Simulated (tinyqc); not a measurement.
Comparisons within one model: cyclotron resonance of ellipsoidal valleys, Si type. A value that a table varies takes the place of the one given here.

Valleys along [100], [010], [001] (each with its opposite partner), mass ml along the axis and mt across it. B lies in the (1-10) plane, b = (sin(theta)/sqrt2, sin(theta)/sqrt2, cos(theta)). For the angle phi between B and the axis, 1/mc^2 = cos^2(phi)/mt^2 + sin^2(phi)/(mt ml). Resonance: h nu = 2 muB B/mc, h = 2 pi hbar.

Constants: hbar = 6.58211957e-16 eV s; muB = 5.788381798e-05 eV/T.

Values chosen for the exercise (near those of Si; not measured data):
- ml = 0.948 m0 (longitudinal mass)
- mt = 0.189 m0 (transverse mass)
- ths = (0, 15, 30, 45, 60, 75, 90) degrees (angles)
- g1 = 4.29 (Luttinger gamma1)
- g2 = 0.34 (gamma2)
- g3 = 1.45 (gamma3)
- theta = 5 degrees (angle of B from [001] towards [110])
- nu = 9.4 GHz (microwave frequency)

## Rotating the field

mc against theta; [100] and [010] stay equal in this plane.

Cyclotron masses (m0):

| theta (degrees) | [100] | [001] |
|---|---|---|
| 0 | 0.4233 | 0.1890 |
| 15 | 0.3974 | 0.1943 |
| 30 | 0.3454 | 0.2113 |
| 45 | 0.2990 | 0.2441 |
| 60 | 0.2674 | 0.2990 |
| 75 | 0.2497 | 0.3758 |
| 90 | 0.2441 | 0.4233 |

All valleys give one line at theta = 54.7 degrees, B along [111], with mc = 0.2768. The [001] pair goes from mt to sqrt(ml mt), a factor 2.24; the other four only fall from sqrt(ml mt) to 0.2441, since their angle to B never drops below 45 degrees.

## Heavy and light holes (cyclotron masses of warped hole bands)

E = c k^2 f(n) with f = g1 -/+ 2 sqrt(g2^2 + 3 (g3^2 - g2^2)(nx^2 ny^2 + ny^2 nz^2 + nz^2 nx^2)). For the orbit through k = 0 perpendicular to b = (sin(theta)/sqrt2, sin(theta)/sqrt2, cos(theta)), mc is the mean of 1/f over the directions n in that plane (180 evenly spaced angles). Quantum effects of the lowest levels are left out.

Cyclotron masses (m0):

| theta (degrees) | heavy | light |
|---|---|---|
| 0 | 0.4176 | 0.1677 |
| 15 | 0.4459 | 0.1618 |
| 30 | 0.5104 | 0.1530 |
| 45 | 0.5612 | 0.1475 |
| 60 | 0.5679 | 0.1468 |
| 75 | 0.5547 | 0.1503 |
| 90 | 0.5463 | 0.1541 |

The heavy mass varies by 36 % over the table, with its largest listed value at 60 degrees ([111] lies at 54.7) and its smallest at 0; the light mass varies by 14.2 %. The warping term enters both with the same size, but it is set against a small inverse mass in one and a large one in the other (along [111], g1 - 2 g3 = 1.39 and g1 + 2 g3 = 7.19).

## What each parameter does

Resonance fields B = h nu mc/(2 muB) of the valleys [100] and [001]. Each row changes one parameter from the base and keeps the others.

Results:

| case | [100] (T) | [001] (T) |
|---|---|---|
| base | 0.1411 | 0.0637 |
| ml = 1.09 m0 | 0.1511 | 0.0637 |
| mt = 0.17 m0 | 0.1337 | 0.0573 |
| theta = 9 degrees | 0.1388 | 0.0641 |
| nu = 10.34 GHz | 0.1552 | 0.0700 |

The largest shifts from the base row, up to three for each result and ties (the steps differ in size, so this ranks the rows, not the parameters). [100] (T): nu +0.0141, ml +0.0100, mt -0.0074. [001] (T): mt -0.0064, nu +0.0064, theta +0.0004; unchanged at the printed digits by ml.

(tinyqc, `OMP_NUM_THREADS=1 python tinyqc.py 1281208 1281209 out.jsonl`, Intel(R) Xeon(R) Processor @ 2.30GHz, 1 thread, shared host, about 0.01 s.)
